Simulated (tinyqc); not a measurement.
# Space-charge-limited current with shallow traps: effect of the thickness

One carrier type, drift only, an injecting contact at x = 0 (zero field) and thickness L. The share th = y/(1 + y), y = (Nc/Nt) exp(-Et/kB T), of the injected charge is free: J = q mu n F, eps0 eps_r dF/dx = q (n - n0)/th.

Ohmic J = q n0 mu V/L; Mott-Gurney J = (9/8) th eps0 eps_r mu V^2/L^3; they cross at Vx = 8 q n0 L^2/(9 th eps0 eps_r); traps fill at V_TFL = q Nt L^2/(2 eps0 eps_r). Exact: with u = n0/n(L), w = -u - ln(1 - u) and v = -u - u^2/2 - ln(1 - u), V = (q n0 L^2/(th eps0 eps_r)) v/w^2 and J = q^2 n0^2 mu L/(th eps0 eps_r w).

Inputs (values chosen for the exercise):
- T = 250 K (temperature)
- eps_r = 6.8 (relative permittivity)
- mu = 0.0019 cm^2/(V s) (mobility)
- Nc = 2e19 cm^-3 (band density of states)
- Nt = 9.4e16 cm^-3 (trap density)
- Et = 0.41 eV (trap depth)
- n0 = 2e9 cm^-3 (free carrier density in equilibrium)
- V = 23 V (voltage)

Constants: q = 1.602176634e-19 C, kB = 1.380649e-23 J/K, Vt = kB T/q, eps0 = 8.8541878128e-14 F/cm where lengths are in cm. Results are converted to the units shown.

Effect of the thickness:
```
L (nm)	J (A/cm^2)	ohmic (A/cm^2)	Mott-Gurney (A/cm^2)	d ln J/d ln V
180	1.354e-4	7.779e-7	1.349e-4	1.996
260	4.515e-5	5.386e-7	4.475e-5	1.991
360	1.715e-5	3.890e-7	1.686e-5	1.983
510	6.136e-6	2.746e-7	5.929e-6	1.966
710	2.346e-6	1.972e-7	2.197e-6	1.936
1000	8.931e-7	1.400e-7	7.865e-7	1.879
1400	3.638e-7	1.000e-7	2.866e-7	1.782
2000	1.537e-7	7.002e-8	9.831e-8	1.623
2800	7.693e-8	5.001e-8	3.583e-8	1.429
```

J falls from 1.35e-4 to 7.69e-8 A/cm^2, as L^(-2.99) between the first two rows and L^(-2.06) between the last two (space charge -3, ohmic -1). The thickness law marks a bulk-limited current; an electrode-limited one depends on V/L alone. For L = 180, 260, 360, 510 V exceeds half of V_TFL, which goes as L^2, so trap filling, left out here, would raise the current.

Range of the model: Diffusion and a field-dependent mobility are left out. With injecting contacts the diffusion current, about 4 pi^2 Vt th eps0 eps_r mu V/L^3, equals the Mott-Gurney current at V = 35 kB T/q (0.9 V at 300 K), so the drift-only result needs V well above that.

Program tinyqc, `OMP_NUM_THREADS=1 python tinyqc.py 2370129 2370130 out.jsonl`; Intel Xeon 2.30GHz, shared host, one thread, about 0.01 s.
